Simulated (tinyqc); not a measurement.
Nanosheet or nanowire with hard walls, valleys of the Si type: one step. Threshold shift from confinement.

Hard walls around a W x H rectangle. The block w_c of w in (y, z) confines; the transport mass follows from 1/m_x = w_xx - w_xc w_c^-1 w_cx. The cross-section problem c (w_yy ky^2 + 2 w_yz ky kz + w_zz kz^2), c = hbar^2/2m0, is solved in products sin(n pi y/W) sin(l pi z/H), n, l = 1 to 12; if w_yz = 0 the levels are c pi^2 (w_yy n^2/W^2 + w_zz l^2/H^2). The w_yz term couples (n, l) to (n', l') by -2 c w_yz D_nn'(W) D_ll'(H) with D_nm(L) = 4 n m/(L (n^2 - m^2)) for n + m odd and 0 otherwise.

Without degeneracy the line density is N1 exp((EF - Ec)/kB T) with N1 = sum 2 g sqrt(m_x kB T/(4 pi c)) exp(-E/kB T), here over n, l up to 80 where w_yz = 0 and over all levels of a 12 x 12 sine basis otherwise; the classical value is W H Nc with Nc = 2 g_all (m_dos kB T/(4 pi c))^(3/2), m_dos = (ml mt^2)^(1/3); dVt = kB T ln(W H Nc/N1).

Constants: hbar^2/2m0 = 3.80998211 eV angstrom^2; kB = 8.617333262e-05 eV/K.

Parameters, chosen for this exercise (near those of Si; not measured data):
- W = 85 angstrom (width, along y)
- H = 60 angstrom (height, along z = [001])
- ml = 0.924 m0 (longitudinal mass)
- mt = 0.187 m0 (transverse mass)
- T = 77 K (temperature)
- g_all = 6 (number of valleys)

Valleys:
```
group  valleys g      w_yy      w_zz    |w_yz|  m_x (m0)
A              2  5.347594  1.082251  0.000000  0.187000
B              4  3.214922  5.347594  0.000000  0.555500
```

Problem. Form N1, W H Nc and dVt.

Give: N1; W H Nc; dVt.

Solution.

N1 = 0.0005747 1/nm
W H Nc = 0.1795 1/nm
dVt = 38.1 mV

Computed by tinyqc, a small Python program: `OMP_NUM_THREADS=1 python tinyqc.py 1281062 1281063 out.jsonl` (the numbers bound the seed that draws the inputs); one thread of a shared host (Intel(R) Xeon(R) Processor @ 2.30GHz), about 0.04 s for the whole set of steps.
